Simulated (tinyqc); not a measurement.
AlGaN/GaN HEMT with access regions, lumped model: two steps of the calculation.

A polarisation-induced electron sheet under a Schottky gate, in series with two ungated access regions and contacts. Drift law v = mu E/(1 + mu E/vs) under the gate. Currents in mA/mm, resistances in ohm mm. No self-heating, no channel-length modulation; fits for polarisation, barrier and offset are chosen for the exercise.

Parameters, values chosen for the exercise; values close to those of AlGaN/GaN structures: aluminium share of the barrier x = 0.24; barrier thickness d = 20 nm; relative permittivity of barrier and channel eps_r = 9.2; channel mobility mu = 1400 cm^2/(V s); saturation velocity vs = 1.3e7 cm/s; gate length Lg = 0.15 um; source access length Ls = 1.5 um; drain access length Ld = 12 um; resistance of each contact Rc = 0.19 ohm mm; share of the drain-access electrons removed by traps ft = 0; gate voltage Vg = 0 V; critical field Ec = 3.2 MV/cm; depth over which the depleted charge spreads te = 0.22 um; insulator under the field plate tf = 200 nm; relative permittivity of that insulator ei = 7.5.

Constants: q = 1.602176634e-19 C, eps0 = 8.8541878128e-14 F/cm where lengths are in cm. Results are converted to the units shown.

Question 1. Polarisation charge, threshold and sheet resistance. sigma = (5e13 x + 1.6e13 x^2) cm^-2, phiB = 0.84 + 1.3 x, dEc = 0.7 (1.71 x + x^2) in volts, Cb = eps0 eps_r/d, VT = phiB - dEc - q sigma/Cb, access density n0 = -Cb VT/q. Rsh = 1/(q mu n0); largest access current q n0 vs.

Find: sigma; Cb; VT; n0; Rsh; q n0 vs.

Answer 1.

sigma = 1.292e13 cm^-2
Cb = 0.4073 uF/cm^2
VT = -4.259 V
n0 = 1.083e13 cm^-2
Rsh = 411.8 ohm
q n0 vs = 2255 mA/mm

Question 2. On-resistance and breakdown. Ron = 2 Rc + Ls/(q mu n0) + Ld/(q mu (1 - ft) n0) + Lg/(mu Cb (Vg - VT)). Off state: a depleted stretch that holds the voltage V has the peak field sqrt(k V), k = 2 q n0/(eps0 eps_r te), so one edge holds V1 = Ec^2/k. The sheet under the plate pinches off at Vf = q n0 (1/Cb + tf/(eps0 ei)); beyond it the gate edge is screened. BV = V1 if Vf >= V1, else Vf + V1, and at most Ec Ld. Specific resistance Ron (Ls + Lg + Ld); figure of merit BV^2 over it.

Wanted: Ron; Vf; V1; BV; specific resistance; figure of merit.

Answer 2.

Ron = 6.0012 ohm mm
Vf = 56.497 V
V1 = 52.900 V
BV = 52.900 V
specific resistance = 0.81917 mohm cm^2
figure of merit = 3.4162 MW/cm^2

The plate pinches off too late to screen the gate edge, so it adds nothing.

Computed by the program tinyqc: `OMP_NUM_THREADS=1 python tinyqc.py 2570022 2570023 out.jsonl`, one thread of a shared Intel Xeon 2.30GHz, about 0.01 s for the whole run.
